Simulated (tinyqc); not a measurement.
## Zener tunnelling in a reverse-biased junction, two-band WKB: effect of temperature

Abrupt p-n junction, depletion approximation. Energies E are counted from the conduction-band edge of the neutral n side; its Fermi level lies at dn, that of the p side at dn - V, and the valence-band edge of the neutral p side at Em = dn + dp - V. Tunnelling needs 0 < E < Em. Two-band dispersion with equal masses m: inside the gap kappa = sqrt(m u (1 - u/Eg)/C), u the distance from a band edge, C = hbar^2/(2 m0).

Nc and Nv are given at 300 K and scale as (T/300 K)^1.5; Eg, m and eps_r are held. Nd = Nc F12(dn/Vt), Na = Nv F12(dp/Vt), F12(x) = (2/sqrt(pi)) int_0^infinity sqrt(u)/(1 + exp(u - x)) du; dn = EF - Ec on the n side, dp = Ev - EF on the p side (negative outside the bands); Vbi = Eg + dn + dp. W = sqrt(2 eps0 eps_r (Vbi - V)(1/Na + 1/Nd)/q), mean field F = (Vbi - V)/W, peak field 2 F. In a uniform field F the exponent is S = pi sqrt(m/C) Eg^1.5/(4 F). Transverse energy Et = C kt^2/m raises it to S (1 + 4 Et/Eg), so T = exp(-S) exp(-Et/Eb) with Eb = Eg/(4 S). KJ = (2 q^2/h) m/(4 pi C) (times 1e14 for A/cm^2 per eV^2). J = KJ exp(-S) Eb times the integral from 0 to Em of [f(E - dn) - f(E - dn + V)] [1 - exp(-min(E, Em - E)/Eb)] dE, f(x) = 1/(1 + exp(x/Vt)), with S and Eb from the mean field; J > 0 flows from p to n.

Values chosen for this exercise; band and dielectric values close to those of germanium:
```
symbol    value   unit                                     meaning
Eg        0.659     eV                                    band gap
eps_r      16.3                              relative permittivity
Nc      1.04e19  cm^-3  conduction-band density of states at 300 K
Nv      5.97e18  cm^-3     valence-band density of states at 300 K
m         0.044     m0        band-edge mass of the two-band model
Na       3.4e19  cm^-3                            acceptor density
Nd       8.7e18  cm^-3                               donor density
V            -1      V                          bias of the p side
```

Constants: q = 1.602176634e-19 C, kB = 1.380649e-23 J/K, hbar = 1.054571817e-34 J s, h = 6.62607015e-34 J s, m0 = 9.1093837015e-31 kg, Vt = kB T/q, eps0 = 8.8541878128e-14 F/cm where lengths are in cm, hbar^2/(2 m0) = 0.0380998212 eV nm^2. Results are converted to the units shown.

Result of one run:
```
Vbi (V)  mean field (MV/cm)      S  J (A/cm^2)
0.7727               0.8256  5.469    -8.808e4
```

Which temperature T gave this result: 50, 100, 200 or 400 K?

T = 200 K.

The whole series:
```
T (K)  Vbi (V)  mean field (MV/cm)      S  J (A/cm^2)
50      0.7857              0.8286  5.449    -9.129e4
100     0.7832              0.8281  5.453    -9.068e4
150     0.7789              0.8270  5.460    -8.960e4
200     0.7727              0.8256  5.469    -8.808e4
300     0.7554              0.8216  5.496    -8.397e4
400     0.7326              0.8162  5.532    -7.871e4
```

Vbi falls from 0.786 to 0.733 V, S rises from 5.45 to 5.53, and |J| falls from 91300 to 78700 A/cm^2, a spread of a factor 1.16. That is small against a thermally activated current. The shrinking of the gap with temperature, left out here, would raise J.

Range of the model: The two-band model describes a direct gap; phonon-assisted tunnelling across an indirect gap is left out. Parabolic densities of states, no band tails and no gap narrowing, all of which matter at such doping.

tinyqc, about 0.01 s, one thread, Intel Xeon 2.30GHz (shared host): `OMP_NUM_THREADS=1 python tinyqc.py 2620129 2620130 out.jsonl`
